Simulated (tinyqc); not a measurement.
Electron mobility in a silicon inversion layer, empirical terms and Matthiessen rule: one step of the calculation.

Inversion layer of sheet density Ns on a uniformly doped body. The mobility terms are empirical power laws with prefactors chosen for the exercise; adding their inverses (Matthiessen) is itself an approximation.

Problem. Mobility terms and their sum. With t = T/(300 K): muC = Ac (Ns/1e12 cm^-2) t/(Nb/1e17 cm^-3 + Nit/1e11 cm^-2), muP = Ap E^(-1/3) t^(-1.75), muS = As E^(-gs); 1/mu is the sum of the inverses.

Values chosen for this exercise; material values close to those of silicon: temperature T = 300 K; body doping Nb = 8.7e17 cm^-3; phonon-limited mobility at 1 MV/cm and 300 K Ap = 449 cm^2/(V s); roughness-limited mobility at 1 MV/cm As = 1160 cm^2/(V s); exponent of the roughness term gs = 2; Coulomb prefactor Ac = 2000 cm^2/(V s); charge at the interface Nit = 1.2e12 cm^-2; inversion density Ns = 1.1e12 cm^-2.

E = 0.80417963 MV/cm

Find: terms; mu; shares of 1/mu.

Solution.

terms (cm^2/(V s)): Coulomb 106.28, phonon 482.83, roughness 1793.7
mu = 83.072 cm^2/(V s)
shares of 1/mu (%): Coulomb 78.163, phonon 17.205, roughness 4.6313

The Coulomb term limits most.

Program tinyqc, `OMP_NUM_THREADS=1 python tinyqc.py 2510152 2510153 out.jsonl`; Intel Xeon 2.30GHz, shared host, one thread, about 0.01 s.
